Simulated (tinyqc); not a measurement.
# Trap density from one capacitance

Problem. Traps spread evenly through the insulator exchange electrons with the semiconductor by tunnelling, with tau(x) = t0 exp(2 ka x) at depth x from the interface. The admittance per area Y seen at depth x obeys dY/dx = -Y^2/(i w eps0 eox) + q Nb ln(1 + i w tau)/tau, with Y(0) = i w Cs and w = 2 pi f; the gate sees Y(tox) = G + i w C. Working variable y = Y/(i w), in uF/cm^2. Cox = eps0 eox/tox. Find Nb and G/w.

Parameters, values chosen for the exercise:
- eox = 8.67 (relative permittivity of the insulator)
- tox = 12 nm (insulator thickness)
- Cs = 1.2 uF/cm^2 (semiconductor capacitance in accumulation)
- ka = 4.7 1/nm (decay constant of the wave function in the insulator)
- t0 = 8e-11 s (time constant of a trap at the interface)
- f = 1e6 Hz (frequency)

Constants: q = 1.602176634e-19 C, eps0 = 8.8541878128e-14 F/cm where lengths are in cm. Results are converted to the units shown.

C = 0.42843704 uF/cm^2

Solution. C rises steadily with Nb, so one density matches; in practice ka and t0 must come from the frequency dependence.

Nb = 5.700e18 cm^-3 eV^-1
G/w = 0.002221 uF/cm^2

Program tinyqc, `OMP_NUM_THREADS=1 python tinyqc.py 2202209 2202210 out.jsonl`; Intel Xeon 2.30GHz, shared host, one thread, about 0.7 s.
